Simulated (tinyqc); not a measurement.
Pressure-driven transition between two phases with analytic equations of state. From one set of inputs to another, one input at a time. Computed by tinyqc, a small Python program. Command: `OMP_NUM_THREADS=1 python tinyqc.py 3011419 3011420 out.jsonl transition ladder`. One thread of a shared host (Intel(R) Xeon(R) Processor @ 2.30GHz), about 0.02 s of CPU time with the checks.

Each phase obeys E = E0 + (9 B0 V0/h^2) {1 + [h (1 - x) - 1] exp(h (1 - x))}, P = 3 B0 (1 - x) x^-2 exp(h (1 - x)), x = (V/V0)^(1/3), h = (3/2)(B' - 1); E0 = 0 for phase 1 and Delta E0 for phase 2. H = E + P V.

The inputs printed are set A. Inputs not listed in the table keep their values of set A, so the rows need not describe a real material.

Inputs (values chosen for the exercise, for two model phases):

| quantity | value | unit |
|---|---|---|
| volume V0 of phase 1 | 25.7 | angstrom^3/atom |
| B0 of phase 1 | 71.3 | GPa |
| B' of phase 1 | 4.6 | - |
| volume V0 of phase 2 | 24.2 | angstrom^3/atom |
| B0 of phase 2 | 95.5 | GPa |
| B' of phase 2 | 4.54 | - |
| energy of phase 2 above phase 1, Delta E0 | 0.065 | eV/atom |
| entropy of phase 2 less phase 1, Delta S | 0.042 | k_B/atom |
| temperature T | 600 | K |

Equation of state: Vinet.

Constants: 1 eV/angstrom^3 = 160.2176634 GPa; k_B = 8.617333262e-05 eV/K.

Method. Start from P = Delta E0/(V0 of phase 1 - V0 of phase 2); at each P solve P(V) = P for both phases and step P(new) = P - (H_2 - H_1)/(V_2 - V_1); stop when |H_2 - H_1| < 1e-10 eV. At the zero-temperature transition the volume change is V_2/V_1 - 1 and the work is P (V_1 - V_2). At T the condition is H_2 - H_1 - T Delta S = 0, with Delta S constant and thermal expansion left out; the Clausius-Clapeyron slope is dP/dT = Delta S/(V_2 - V_1) at the zero-temperature point.

Each row keeps all changes above it:

| input moved | from | to | transition pressure (GPa) | work P (V_1 - V_2) (eV/atom) | transition pressure at T (GPa) |
|---|---|---|---|---|---|
| set A | - | - | 9.1207 | 0.049775 | 8.7268 |
| volume V0 of phase 1 (angstrom^3/atom) | 25.7 | 27 | 4.0344 | 0.060211 | 3.8893 |
| B' of phase 2 | 4.54 | 4.38 | 4.0329 | 0.060255 | 3.8879 |
| volume V0 of phase 2 (angstrom^3/atom) | 24.2 | 22.4 | 2.3430 | 0.062908 | 2.2622 |
| B0 of phase 1 (GPa) | 71.3 | 64.4 | 2.3664 | 0.062311 | 2.2841 |
| energy of phase 2 above phase 1, Delta E0 (eV/atom) | 0.065 | 0.046 | 1.6536 | 0.044617 | 1.5732 |
| entropy of phase 2 less phase 1, Delta S (k_B/atom) | 0.042 | -0.37 | 1.6536 | 0.044617 | 2.3714 |
| B' of phase 1 | 4.6 | 4.94 | 1.6532 | 0.044634 | 2.3705 |

Transition pressure goes from 9.12 to 1.65, a factor 0.181 in all. The largest single move comes from volume V0 of phase 1 (a factor 0.442). Work P (V_1 - V_2) goes from 0.0498 to 0.0446, a factor 0.897 in all. The largest single move comes from energy of phase 2 above phase 1, Delta E0 (a factor 0.716), and volume V0 of phase 1 works against it (a factor 1.21). Transition pressure at T goes from 8.73 to 2.37, a factor 0.272 in all. The largest single move comes from volume V0 of phase 1 (a factor 0.446), and entropy of phase 2 less phase 1, Delta S works against it (a factor 1.51). The single moves hold for this order of the switches; the total does not depend on the order.

Caution (all rows): a constant Delta S holds only at high temperature; it vanishes as T goes to 0, so the shift counted from T = 0 is somewhat too large.

Extremes, crossings and ranges named in words are read from the listed rows.
